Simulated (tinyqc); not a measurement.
Worked calculation: plane-wave Kohn-Sham cycle with exchange-only LDA in a layered model solid. One step of it, computed by the program tinyqc.

Task: Iteration 1: Hamiltonian at one k. H(m,m') = (k + G_m)^2/2 delta + V(G_m - G_m'), with V(-G) = V(G).

A solid whose potential varies along x alone (atomic units):
```
parameter,value
period a,14.200000
cross-section of the cell,13.000000
electrons per cell,4
grid points,16
"plane waves -n..n, n",3
k points,2
V1 in V1 cos(2 pi x/a),-0.480000
V2 in V2 cos(4 pi x/a),0.090000
```

V(G_m), m = 0, 1, 2, ... (hartree): -0.274536  -0.240000  0.045000  0.000000  0.000000  0.000000  0.000000

k = 0.250000 2 pi / a

Give: H.

Result:

H (hartree):
```
,-3,-2,-1,+0,+1,+2,+3
-3,0.4658,-0.2400,0.0450,0.0000,0.0000,0.0000,0.0000
-2,-0.2400,0.0253,-0.2400,0.0450,0.0000,0.0000,0.0000
-1,0.0450,-0.2400,-0.2195,-0.2400,0.0450,0.0000,0.0000
+0,0.0000,0.0450,-0.2400,-0.2684,-0.2400,0.0450,0.0000
+1,0.0000,0.0000,0.0450,-0.2400,-0.1216,-0.2400,0.0450
+2,0.0000,0.0000,0.0000,0.0450,-0.2400,0.2210,-0.2400
+3,0.0000,0.0000,0.0000,0.0000,0.0450,-0.2400,0.7595
```
